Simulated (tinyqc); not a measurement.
# Four-point probe, van der Pauw, Hall and spreading-resistance readings of a semiconductor layer, step by step

A worked calculation. Computed by tinyqc, a small Python program that keeps every step. Command: `OMP_NUM_THREADS=1 python tinyqc.py 3111598 3111599 out.jsonl probe walk`. One thread of a shared host (Intel(R) Xeon(R) Processor @ 2.30GHz), about 0.01 s of CPU time with the checks. Intermediate numbers are printed to about 6 digits and carried at full precision; extremes and crossings named in words are read from the listed rows.

The layer is uniform and ohmic; contacts are points unless a radius is given.

Inputs (values chosen for the exercise, modelled on p-type silicon):
```
quantity                                        value        unit
carrier density n                             6.2e+16      1/cm^3
drift mobility mu                                 263  cm^2/(V s)
layer thickness t                                 250  micrometre
probe spacing s                                 0.635          mm
current I                                        0.02          mA
side ratio a/b of the van der Pauw rectangle      2.2           -
magnetic field B                                 0.65           T
Hall factor r_H                                  0.75           -
wafer diameter over spacing D/s                    10           -
```

Backing of the layer: insulating.

Constants: e = 1.602176634e-19 C.

## Resistivity and sheet resistance

rho = 1/(e n mu); R_s = rho/t.

resistivity rho = 0.382774 ohm cm

sheet resistance R_s = 15.3110 ohm/square

## Four-point voltage

Collinear probes with equal spacing on a layer with insulating backing: images at depth 2 m t give V = (rho I/(2 pi s)) G, G = 1 + 4 sum_(m>=1) [1/sqrt(1 + (2 m u)^2) - 1/sqrt(4 + (2 m u)^2)], u = t/s; the sum runs to m = 20000, with the tail 3/(32 u^3 M^2) added to the sum for M = 20000. Limits: thick, rho = 2 pi s V/I; thin on an insulator, rho = (pi/ln 2) t V/I.

t/s = 0.393701

G = 3.52271

voltage V = 0.0675920 mV

rho by the thick formula = 1.34840 ohm cm

rho by the thin formula = 0.382939 ohm cm

The thick formula is off by +252.3 % and the thin one by 0.0 %.

## Thickness correction

The last two columns give rho(formula)/rho for rho = 2 pi s V/I and rho = (pi/ln 2) t V/I.

Correction against t/s:
```
t/s        G  thick formula  thin formula
0.1  13.8629        13.8629       1.00000
0.2   6.9315         6.9315       1.00000
0.3   4.6211         4.6211       1.00003
0.5   2.7799         2.7799       1.00264
0.7   2.0175         2.0175       1.01871
1.0   1.5045         1.5045       1.08524
1.5   1.1973         1.1973       1.29547
2.0   1.0939         1.0939       1.57814
3.0   1.0306         1.0306       2.23037
5.0   1.0070         1.0070       3.63194
```

The thin formula holds to 1 % up to t/s = 0.5 and the thick one holds to 1 % from t/s = 5.

## Finite wafer

For a thin circular wafer probed at its centre, R_s = C V/I with C = pi/(ln 2 + ln[((D/s)^2 + 3)/((D/s)^2 - 3)]).

factor C = 4.17119

error if pi/ln 2 is used = 8.65877 %

## The two van der Pauw resistances

Thin rectangle with point contacts at the corners; for R_B current and voltage contacts lie along the two sides of length a, for R_A along those of length b: exp(-pi R_A/R_s) = (theta_4/theta_3)^4, exp(-pi R_B/R_s) = (theta_2/theta_3)^4 with q = exp(-pi a/b), theta_2 = 2 sum_(m>=0) q^((m + 1/2)^2), theta_3 = 1 + 2 sum_(m>=1) q^(m^2), theta_4 = 1 + 2 sum_(m>=1) (-1)^m q^(m^2).

R_A = 0.0776864 ohm

R_B = 20.2103 ohm

ratio R_B/R_A = 260.153

## Solving the van der Pauw equation

Solve exp(-pi z R_A) + exp(-pi z R_B) = 1 for z = 1/R_s by seven Newton steps from z = 2 ln 2/(pi (R_A + R_B)); f = R_s 2 ln 2/(pi (R_A + R_B)).

Steps:
```
step  1/z (ohm)  left side less 1
0       45.9763       2.46036e-01
1       27.0728       8.68487e-02
2       19.7369       2.77880e-02
3       16.4903       6.58220e-03
4       15.4372       6.74034e-04
5       15.3127       9.06591e-06
6       15.3110       1.69302e-09
```

R_s found = 15.3110 ohm/square

correction f = 0.333019

Averaging R_A and R_B without f would overstate R_s by 200.3 %.

## Hall reading

V_H = r_H I B/(e n t); apparent density n/r_H; Hall mobility r_H mu; Hall angle tan = r_H mu B (SI).

Hall voltage = 0.00392611 mV

apparent density = 8.26667e+16 1/cm^3

Hall mobility = 197.25 cm^2/(V s)

tangent of the Hall angle = 0.0128212

Checks made by the program: thin limit of G, 2 ln 2/u at u = 0.02 (relative difference below 1e-10); R_s recovered (relative difference below 1e-10).
